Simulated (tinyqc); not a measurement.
Lateral field, substrate current, probability of reaching the oxide barrier and hot-carrier lifetime of a silicon transistor (pseudo-two-dimensional and lucky-electron models): one step, computed by the program tinyqc. Command: `OMP_NUM_THREADS=1 python tinyqc.py 3009136 3009137 out.jsonl hotcar walk`. One thread of a shared host (Intel(R) Xeon(R) Processor @ 2.30GHz), about 0.01 s of CPU time with the checks.

Local-field models: a lucky carrier gains its energy at the peak field over a path free of collisions. Voltages are magnitudes.

Question. Saturation point and current. C_ox = 3.9 eps_0/t; F_sat = 2 v_s/mu; V_Dsat = V_ov F_sat L/(V_ov + F_sat L), V_ov = V_G - V_T; I_D/W = C_ox v_s (V_ov - V_Dsat).

Inputs (values chosen for the exercise, modelled on a silicon n-channel): channel length L = 580 nm; oxide thickness t = 11 nm; junction depth x_j = 110 nm; mobility mu = 370 cm^2/(V s); saturation velocity v_s = 0.85 1e7 cm/s; threshold voltage V_T = 0.38 V; gate voltage V_G = 2.2 V; ionisation prefactor A_i = 2e+06 1/cm; ionisation field B_i = 1.65 MV/cm; hot-carrier mean free path lambda = 8.3 nm; oxide barrier phi_b = 3.1 eV; interface-trap threshold phi_it = 3.8 eV; lifetime constant H = 50 s microampere/micrometre; length of the depleted extension L_n = 80 nm.

Drain: lightly doped extension.

Constants: eps_0 = 8.8541878128e-12 F/m.

Give: F_sat; V_Dsat; drain current I_D/W.

Answer.

F_sat = 45.946 kV/cm

V_Dsat = 1.0814 V

drain current I_D/W = 197.08 microampere/micrometre
